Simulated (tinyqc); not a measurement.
Cell-based percolation model of oxide breakdown: effect of the thickness.

The oxide, of thickness n a, is cut into cubic cells. A cell is defective with the chance l = 1 - exp(-a^3 N), N = N1 (t/1 s)^al. A column of n defective cells breaks the oxide down, and the area holds M = A/a^2 independent columns: 1 - F = (1 - l^n)^M.

At F = 1 - 1/e: l_c = (1 - exp(-1/M))^(1/n), N_bd = -ln(1 - l_c)/a^3, t63 = (N_bd/N1)^(1/al). W = ln(-ln(1 - F)); for small l, W = ln M + n ln(a^3 N), so the Weibull slope is n al.

Inputs (values chosen for the exercise): edge of a cell a = 1 nm; area A = 7300 um^2; exponent of defect growth al = 0.31; defect density after 1 s N1 = 8.5e17 cm^-3.

Results:

| n | l_c | N_bd (cm^-3) | t63 (s) | slope at t63 |
|---|---|---|---|---|
| 1 | 1.370e-10 | 1.370e11 | 1.224e-22 | 0.3100 |
| 2 | 1.170e-5 | 1.170e16 | 9.920e-7 | 0.6200 |
| 3 | 5.155e-4 | 5.156e17 | 0.1994 | 0.9298 |
| 4 | 0.003421 | 3.427e18 | 89.79 | 1.238 |
| 5 | 0.01065 | 1.071e19 | 3541 | 1.542 |
| 6 | 0.02270 | 2.297e19 | 4.152e4 | 1.839 |
| 7 | 0.03899 | 3.977e19 | 2.441e5 | 2.127 |
| 9 | 0.08018 | 8.358e19 | 2.679e6 | 2.675 |

Estimate the missing row, n = 8.

Computed row:

| n | l_c | N_bd (cm^-3) | t63 (s) | slope at t63 |
|---|---|---|---|---|
| 8 | 0.05849 | 6.027e19 | 9.332e5 | 2.406 |

With this row back in the table: N_bd rises from 1.37e11 to 8.36e19 cm^-3 and the slope rises from 0.310 to 2.68, against n al = 0.310 to 2.79. A thin oxide needs few defects in a row, so it breaks at a lower density and with a wider spread; at n = 1 one defect suffices. For n = 1, 2 t63 is under a microsecond, a formal extension of the power law of defect growth.

Numbers from tinyqc (`OMP_NUM_THREADS=1 python tinyqc.py 2070153 2070154 out.jsonl`; about 0.01 s on one thread of a shared Intel Xeon 2.30GHz).
